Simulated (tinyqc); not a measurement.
Filling the band: three-level Kane dispersion of a narrow-gap semiconductor.

Zero of energy at Gamma8, c = hbar^2/2m0, P^2 = Ep c. The free-electron term and remote bands are left out, so the heavy holes are flat at E = 0 and the other three bands obey E (E - Eg)(E + Dso) = P^2 k^2 (E + 2 Dso/3). The conduction band is the highest root; its edge is Ec = max(Eg, 0).

Degenerate electrons at T = 0: kF = (3 pi^2 n)^(1/3), 1 cm^-3 = 1e-24 angstrom^-3; EF is the highest root at kF. The momentum (cyclotron, optical) mass is m(E) = hbar^2 k/(dE/dk) = c d(k^2)/dE with d(k^2)/dE = k^2 [1/E + 1/(E - Eg) + 1/(E + Dso) - 1/(E + 2 Dso/3)]; the density of states is k d(k^2)/dE/(2 pi^2).

Edge mass m0* = Eg (Eg + Dso)/(Ep (Eg + 2 Dso/3)).
Constants: hbar^2/2m0 = 3.80998211 eV angstrom^2.

Inputs chosen for the exercise (out of a larger set: a narrow-gap II-VI alloy; not measured data): Eg = 0.23 eV (E(Gamma6) - E(Gamma8)); Dso = 1.01 eV (spin-orbit splitting); Ep = 19.9 eV (Kane energy).

n from 1e15 to 1e19 cm^-3. The last column is the local power d ln(EF - Ec)/d ln n = kF^2/(1.5 (EF - Ec) d(k^2)/dE).

Results:

| n (cm^-3) | kF (1/angstrom) | EF - Ec (meV) | parabolic (meV) | m(EF) | m(EF)/m0* | power |
|---|---|---|---|---|---|---|
| 1.0e+15 | 0.00309 | 2.3 | 2.3 | 0.0162 | 1.02 | 0.661 |
| 1.0e+16 | 0.00667 | 10.2 | 10.7 | 0.0172 | 1.08 | 0.641 |
| 3.0e+16 | 0.00961 | 20.5 | 22.2 | 0.0185 | 1.16 | 0.620 |
| 1.0e+17 | 0.01436 | 42.3 | 49.5 | 0.0212 | 1.34 | 0.583 |
| 1.0e+18 | 0.03094 | 146.1 | 229.8 | 0.0338 | 2.13 | 0.492 |
| 3.0e+18 | 0.04462 | 245.5 | 478.1 | 0.0454 | 2.86 | 0.454 |
| 1.0e+19 | 0.06665 | 415.6 | 1066.8 | 0.0643 | 4.05 | 0.422 |

Give the missing row, n (cm^-3) = 3.0e+17.

Computed row:
```
n (cm^-3)  kF (1/angstrom)  EF - Ec (meV)  parabolic (meV)   m(EF)  m(EF)/m0*  power
3.0e+17            0.02071           78.5            103.0  0.0257       1.62  0.540
```

The power falls from 0.661 to 0.422: 2/3 marks a parabola, 1/3 a linear band. The parabola is within 10 % up to n = 3.0e+16 cm^-3. The mass has doubled by n = 1.0e+18 cm^-3 and ends at 4.1 times its edge value.

Program tinyqc; command `OMP_NUM_THREADS=1 python tinyqc.py 1080712 1080713 out.jsonl`; about 0.01 s on one thread of a shared Intel(R) Xeon(R) Processor @ 2.30GHz.
